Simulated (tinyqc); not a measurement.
Force balance against energy balance: elastic strain and critical thickness of a cubic alloy layer A(1-x)B(x) on a thick substrate. Computed by tinyqc, a small Python program. Command: `OMP_NUM_THREADS=1 python tinyqc.py 3028426 3028427 out.jsonl misfit walk`. One thread of a shared host (Intel(R) Xeon(R) Processor @ 2.30GHz), about 0.01 s of CPU time with the checks.

Strain is positive in tension. The layer is coherent with the substrate unless said otherwise.

Inputs (values chosen for the exercise, modelled on Si(1-x)Ge(x) on Si): fraction x of B = 0.26; lattice constant a_A = 5.431 angstrom; lattice constant a_B = 5.658 angstrom; substrate lattice constant a_S = 5.431 angstrom.

Growth plane: (111). Layer: buried under a thick cap. Misfit dislocation: 60-degree.

C11, C12, C44 of A (GPa): [167.2, 64.62, 79.52]

C11, C12, C44 of B (GPa): [130.6, 49.1, 66.27]

Method:
- a = (1 - x) a_A + x a_B, the same rule for each C_ij; misfit f = (a_S - a)/a, the in-plane strain of the coherent layer.
- Voigt averages: G = (C11 - C12 + 3 C44)/5, B = (C11 + 2 C12)/3, nu = (3 B - 2 G)/(2 (3 B + G)); b = a/sqrt(2). The 60-degree dislocation has cos alpha = 1/2, and cos lambda = sqrt(3)/6 on (111), for glide on an inclined {111} plane.
- Matthews-Blakeslee: h_c = A [ln(h_c/b) + 1], A = b (1 - nu cos^2 alpha)/(4 pi |f| (1 + nu) cos lambda), the factor 4 pi being that of a buried layer, with a dislocation at both interfaces.
- People-Bean: h_c = P ln(h_c/b), P = (1 - nu)/(1 + nu) b^2/(16 pi sqrt(2) a f^2). The misfit is scaled by 0.25, 0.4, 0.6, 1, 1.5, 2.2 at fixed a, b and nu; the upper root is taken, and rows with A < 1.3 b or P < 3 b, where the roots shrink to the core size or vanish, are left out.

misfit f = -0.0107504

prefactor A = 7.74227 nm

Poisson ratio nu = 0.216220

Burgers vector b = 0.388203 nm

free lattice constant a = 5.49002 angstrom

Critical thickness:
```
|f| (%)  Matthews-Blakeslee (nm)  People-Bean (nm)   ratio
0.2688                    228.48            3095.1  13.546
0.4300                    132.21            1065.5   8.059
0.6450                     81.97             417.5   5.093
1.0750                     44.44             124.2   2.795
1.6126                     27.07              45.6   1.685
2.3651                     16.77              16.7   0.999
```

The exponents d ln h_c/d ln f are -1.16 and -2.27 between the first rows, steeper than the -1 and -2 of the prefactors because of the logarithm. The ratio falls from 13.5 to 0.999 as the misfit grows, so the two criteria cross. Where People-Bean lies above, a layer between the lines is metastable: dislocations would lower the energy but have to be nucleated; where it falls below, it is out of its range. People-Bean has no form for a buried layer. Above about 2 % misfit islands may come first.

Extremes, crossings and ranges named in words are read from the listed rows.
